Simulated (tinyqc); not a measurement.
Transfer-length model of a contact: effect of the contact resistivity.

A metal contact of length d and width W on a thin layer of the same width. The metal has no resistance, the sheet resistance under it equals Rsh, and current enters the layer at the front edge x = 0.

Transfer length Lt = sqrt(rc/Rsh); front resistance Rc = (Rsh Lt/W) coth(d/Lt); end resistance Re = (Rsh Lt/W)/sinh(d/Lt).

Parameters, values chosen for the exercise:
- Rsh = 22 ohm/sq (sheet resistance of the semiconductor layer)
- d = 0.23 um (contact length)
- W = 95 um (contact width)

Result of one run:
```
Lt (um)	d/Lt	Rc W (ohm um)
4.573	0.05030	2002
```

Which specific contact resistivity rc gave this result: 5.3e-8, 1.6e-7, 1.5e-6, 4.6e-6 or 1.4e-5 ohm cm^2?

rc = 4.6e-6 ohm cm^2.

The whole series:
```
rc (ohm cm^2)	Lt (um)	d/Lt	Rc W (ohm um)
5.7e-9	0.1610	1.429	3.972
1.7e-8	0.2780	0.8274	9.006
5.3e-8	0.4908	0.4686	24.71
1.6e-7	0.8528	0.2697	71.24
4.9e-7	1.492	0.1541	214.7
1.5e-6	2.611	0.08808	653.9
4.6e-6	4.573	0.05030	2002
1.4e-5	7.977	0.02883	6089
```

Rc W rises from 3.97 to 6090 ohm um, as rc^(0.75) between the first two rows (d/Lt = 1.4) and rc^(1.00) between the last two (d/Lt = 0.029); a long contact gives the power 1/2 and a short one 1.

Computed by the program tinyqc: `OMP_NUM_THREADS=1 python tinyqc.py 2760141 2760142 out.jsonl`, one thread of a shared Intel Xeon 2.30GHz, about 0.01 s for the whole run.
